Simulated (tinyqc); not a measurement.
From results back to parameters: two-level Kane dispersion of a narrow-gap semiconductor. Two cases, with inputs chosen for the exercise.

Problem. In the two-level Kane model E = Eg/2 + sqrt(Eg^2/4 + (2/3) Ep c k^2), c = hbar^2/2m0, and the momentum mass is m(k) = (3/(2 Ep)) sqrt(Eg^2 + (8/3) Ep c k^2). It is given at the Fermi wave vectors kF = (3 pi^2 n)^(1/3) of two densities (1 cm^-3 = 1e-24 angstrom^-3).

Constants: hbar^2/2m0 = 3.80998211 eV angstrom^2.

Case 1.

Values chosen (out of a larger set: near those of HgTe; not measured data): n12 = (7.9e+15, 6e+17) cm^-3 (two densities).

masses at the two densities (m0): 0.02485156  0.03780932

Case 2.

Values chosen (out of a larger set: a narrow-gap II-VI alloy; not measured data): n12 = (2.1e+15, 8.4e+17) cm^-3 (two densities).

masses at the two densities (m0): 0.00826031  0.03207787

Find: kF^2; Ep; edge mass; |Eg|.

Solution.

Case 1.

kF^2 (1/angstrom^2): 3.7963e-05  0.00068084

Ep = 18.1 eV
edge mass = 0.02387 m0
|Eg| = 0.288 eV

m^2 = m0*^2 + (6 c/Ep) kF^2 is a straight line in kF^2: the slope gives Ep, the intercept the edge mass, and |Eg| = (2/3) Ep m0*. The sign of Eg does not enter. For Eg < 0 the edge mass does not depend on Dso, which enters only as EF nears it.

Case 2.

kF^2 (1/angstrom^2): 1.5695e-05  0.00085205

Ep = 19.9 eV
edge mass = 0.00709 m0
|Eg| = 0.094 eV

m^2 = m0*^2 + (6 c/Ep) kF^2 is a straight line in kF^2: the slope gives Ep, the intercept the edge mass, and |Eg| = (2/3) Ep m0*. The sign of Eg does not enter. The two-level form takes Dso as infinite, which overstates the mass where Dso is not large against Eg.

Computed by tinyqc, one run a case: `OMP_NUM_THREADS=1 python tinyqc.py N N+1 out.jsonl` with N = 1050946, 1050970; one thread of a shared Intel(R) Xeon(R) Processor @ 2.30GHz, about 0.01 s a run at most.
